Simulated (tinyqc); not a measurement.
Haynes-Shockley experiment: what a collector records, against the lifetime.

A sheet injected at x = 0, t = 0 gives at x = L the signal n(t) = N0 exp(-t/tau - (L - v t)^2/(4 D t))/sqrt(4 pi D t), D = mu Vt, v = mu F. Its peak lies at tp = [-D + sqrt(D^2 + u^2 L^2)]/u^2, u^2 = v^2 + 4 D/tau; dt is the full width at half height. Simple readings: mobility L/(F tp), diffusion coefficient (L dt/tp)^2/(16 ln 2 tp). Area v times the integral of n over N0: (v/u) exp(L (v - u)/(2 D)).

Parameters, values chosen for the exercise: temperature T = 300 K; minority-carrier mobility mu = 8100 cm^2/(V s); sweep field along the drift F = 14 V/cm; distance from injector to collector L = 460 um.

Constants: q = 1.602176634e-19 C, kB = 1.380649e-23 J/K, Vt = kB T/q. Results are converted to the units shown.

The same in every row: L/v (us) = 0.4056.

Haynes-Shockley experiment: what a collector records, against the lifetime:
```
tau (s)  tp (us)  dt (us)  apparent mobility (cm^2/(V s))  apparent D (cm^2/s)      area  exp(-L/(v tau))
5e-8      0.2603   0.1423                         1.262e4                219.0  0.001046         2.997e-4
1e-7      0.3060   0.1821                         1.074e4                220.8   0.02234          0.01731
3e-7      0.3546   0.2281                            9267                222.8    0.2506           0.2587
6e-7      0.3709   0.2444                            8860                223.4    0.4916           0.5086
1e-6      0.3781   0.2517                            8691                223.7    0.6500           0.6665
3e-6      0.3857   0.2595                            8519                224.0    0.8648           0.8735
7e-6      0.3880   0.2619                            8469                224.1    0.9395           0.9437
2e-5      0.3891   0.2631                            8445                224.2    0.9783           0.9799
```

True values: mu = 8100 cm^2/(V s), D = 209 cm^2/s. The apparent mobility is 56 % above the true one in the first row and 4.3 % above it in the last, and the apparent D 4.6 % above and 7.0 % above D. The peak always comes before L/v, since spreading and decay both weigh down the later part of the signal; the shift is 36 % and 4.1 % in these rows.

tinyqc, about 0.01 s, one thread, Intel Xeon 2.30GHz (shared host): `OMP_NUM_THREADS=1 python tinyqc.py 2310131 2310132 out.jsonl`
